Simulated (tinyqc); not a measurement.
# Coupling ratio and rate constant from the late transient

Inverse problem. Long after the knee a floating-gate cell follows U = Vg - (tox/ag) B/ln(K t). Find K and ag.

Parameters, values chosen for the exercise: tunnel oxide thickness tox = 9.8 nm; control-gate voltage Vg = 19.1 V.

U at t = 0.0006 and 0.06 s (V): [3.5454206, 5.8891816]
B = 25.131830 V/nm

Answer. 1/(Vg - U) is linear in ln t; the ratio of the two values gives ln(K t_a), and either value gives ag.

K = 3.126e14 1/s
ag = 0.6100

Computed by the program tinyqc: `OMP_NUM_THREADS=1 python tinyqc.py 2130058 2130059 out.jsonl`, one thread of a shared Intel Xeon 2.30GHz, about 0.01 s for the whole run.
